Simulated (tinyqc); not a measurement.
## Probe couplings from its potential

Inverse problem. One voltage probe p sits between leads L (mu = 1) and R (mu = 0) without magnetic field: mu_p = T_pL/(T_pL + T_pR), T_eff = T_RL + T_pL T_pR/(T_pL + T_pR). Find T_pL and T_pR.

T_RL = 0.19
mu_p = 0.73529412
T_eff = 0.25617647

Answer. T_eff - T_RL equals T_pL (1 - mu_p) and also T_pR mu_p.

T_pL = 0.2500
T_pR = 0.09000

tinyqc, about 0.01 s, one thread, Intel Xeon 2.30GHz (shared host): `OMP_NUM_THREADS=1 python tinyqc.py 2700036 2700037 out.jsonl`
